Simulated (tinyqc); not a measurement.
# Frequency dispersion of an accumulation capacitance by border traps, distributed model: what changes with what

Traps spread evenly through the insulator exchange electrons with the semiconductor by tunnelling, with tau(x) = t0 exp(2 ka x) at depth x from the interface. The admittance per area Y seen at depth x obeys dY/dx = -Y^2/(i w eps0 eox) + q Nb ln(1 + i w tau)/tau, with Y(0) = i w Cs and w = 2 pi f; the gate sees Y(tox) = G + i w C. Working variable y = Y/(i w), in uF/cm^2. Cox = eps0 eox/tox.

Parameters, values chosen for the exercise; permittivity close to that of aluminium oxide: relative permittivity of the insulator eox = 8.61; insulator thickness tox = 7.9 nm; semiconductor capacitance in accumulation Cs = 1.7 uF/cm^2; density of border traps Nb = 2.1e19 cm^-3 eV^-1; decay constant of the wave function in the insulator ka = 4.3 1/nm; time constant of a trap at the interface t0 = 9e-9 s; frequency f = 1e6 Hz.

Constants: q = 1.602176634e-19 C, eps0 = 8.8541878128e-14 F/cm where lengths are in cm. Results are converted to the units shown.

Each table varies one quantity; the others keep the values above.

## Capacitance and loss against frequency

Cox; trap-free value 1/(1/Cox + 1/Cs); response depth d = ln(1/(w t0))/(2 ka), where w tau = 1; lumped estimate: all traps within d act as C_bt = q Nb d placed at d/2, so C = 1/{1/[1/(1/Cs + d/(2 eps0 eox)) + C_bt] + (tox - d/2)/(eps0 eox)}. C and G from a fine integration; dispersion -d C/d log10 f over C, from f times and over 1.1. For a broad spread of time constants G/w is close to -(pi/2) dC/d ln w.

The same in every row: trap-free C (uF/cm^2) = 0.6156.

Result of one run:
```
f (Hz)	d (nm)	C (uF/cm^2)	G/w (uF/cm^2)	dispersion (% a decade)	-(pi/2) dC/d ln w (uF/cm^2)	lumped C (uF/cm^2)
1e6	0.3340	0.6368	0.008683	2.027	0.008804	0.6308
```

What becomes of these results when the frequency f is changed from 1e6 to 10 Hz, all else the same?

Result of the changed run:
```
f (Hz)	d (nm)	C (uF/cm^2)	G/w (uF/cm^2)	dispersion (% a decade)	-(pi/2) dC/d ln w (uF/cm^2)	lumped C (uF/cm^2)
10	1.673	0.7104	0.01144	2.358	0.01143	0.7004
```

The whole series:
```
f (Hz)	d (nm)	C (uF/cm^2)	G/w (uF/cm^2)	dispersion (% a decade)	-(pi/2) dC/d ln w (uF/cm^2)	lumped C (uF/cm^2)
10	1.673	0.7104	0.01144	2.358	0.01143	0.7004
100	1.405	0.6941	0.01084	2.289	0.01084	0.6854
1000	1.137	0.6787	0.01029	2.221	0.01028	0.6710
10000	0.8695	0.6640	0.009765	2.155	0.009762	0.6570
1e5	0.6018	0.6500	0.009262	2.090	0.009270	0.6436
1e6	0.3340	0.6368	0.008683	2.027	0.008804	0.6308
1e7	0.06629	0.6244	0.007104	1.819	0.007746	0.6185
```

C falls from 0.7104 to 0.6244 uF/cm^2, towards the trap-free 0.6156; each decade of frequency removes ln 10/(2 ka) = 0.268 nm from the response depth. The dispersion falls from 2.36 to 1.82 % a decade and G/w falls from 0.0114 to 0.00710 uF/cm^2. G/w lies between 0.917 and 1.00 times -(pi/2) dC/d ln w, the relation for a broad spread of time constants.

## Effect of the decay constant of the wave function in the insulator

Same model as above.

The same in every row: trap-free C (uF/cm^2) = 0.6156.

Effect of the decay constant of the wave function in the insulator:
```
ka (1/nm)	d (nm)	C (uF/cm^2)	G/w (uF/cm^2)	dispersion (% a decade)	-(pi/2) dC/d ln w (uF/cm^2)	lumped C (uF/cm^2)
2.5	0.5745	0.6538	0.01600	3.627	0.01618	0.6423
3.2	0.4489	0.6447	0.01205	2.776	0.01221	0.6362
3.9	0.3683	0.6391	0.009667	2.247	0.009798	0.6324
4.6	0.3122	0.6353	0.008067	1.888	0.008181	0.6298
5.3	0.2710	0.6326	0.006921	1.627	0.007022	0.6278
6	0.2394	0.6305	0.006060	1.430	0.006150	0.6264
6.7	0.2144	0.6289	0.005389	1.275	0.005470	0.6252
7.4	0.1941	0.6276	0.004852	1.151	0.004926	0.6243
```

What does the comparison show?

As ka goes from 2.5 to 7.4, C falls from 0.654 to 0.628 uF/cm^2, the dispersion falls from 3.63 to 1.15 % a decade and G/w falls from 0.0160 to 0.00485 uF/cm^2. The lumped estimate is 1.8 % below C in the first row and 0.52 % below it in the last.

tinyqc, about 0.5 s, one thread, Intel Xeon 2.30GHz (shared host): `OMP_NUM_THREADS=1 python tinyqc.py 2202026 2202027 out.jsonl`
